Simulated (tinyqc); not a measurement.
# Worked calculation: internal photoemission over an interface barrier

Numbers from tinyqc (`OMP_NUM_THREADS=1 python tinyqc.py 2410042 2410043 out.jsonl`; about 0.01 s on one thread of a shared Intel Xeon 2.30GHz). Printed values are rounded.

Electrons are excited from a metal over the barrier Phi(F) = P0 - sqrt(q F/(4 pi eps0 ei)), whose top lies at xm = sqrt(q/(16 pi eps0 ei F)). The yield is Y = A (hv - Phi)^p exp(-xm/l), with A = 1 here.

Inputs (values chosen for the exercise); dielectric values close to those of zirconium oxide: barrier at zero field P0 = 1.4 eV; image-force permittivity ei = 5.11; scattering length in the image well l = 1 nm; field in the dielectric F = 2.2 MV/cm.

Constants: q = 1.602176634e-19 C, h = 6.62607015e-34 J s, c = 299792458 m/s, eps0 = 8.8541878128e-14 F/cm where lengths are in cm. Results are converted to the units shown.

## Barrier in the field

Lowering P0 - Phi, barrier, position of its top, scattering factor and threshold wavelength.

lowering = 248.987 meV
Phi = 1.15101 eV
xm = 0.565880 nm
exp(-xm/l) = 0.567860
threshold wavelength h c/(q Phi) = 1077.17 nm

## Threshold from a spectrum

hv, point 0 to 5 (eV): [1.3, 1.43, 1.56, 1.69, 1.82, 1.95]
Y, point 0 to 5: [0.01276, 0.04515, 0.09336, 0.1665, 0.2526, 0.3619]

The yields were made at this field with a scatter of 2 %. Fit Y^(1/n) on hv by least squares for n = 2 and n = 3; the zero of the line is the threshold.

Y^(1/2), point 0 to 5: [0.112960, 0.212485, 0.305549, 0.408044, 0.502593, 0.601581]
Y^(1/3), point 0 to 5: [0.233677, 0.356084, 0.453649, 0.550138, 0.632137, 0.712628]
threshold for n = 2 = 1.14921 eV
threshold for n = 3 = 0.953728 eV

The right exponent, 2, gives 1.149 eV against Phi = 1.151 eV; the wrong one is off by -197 meV.
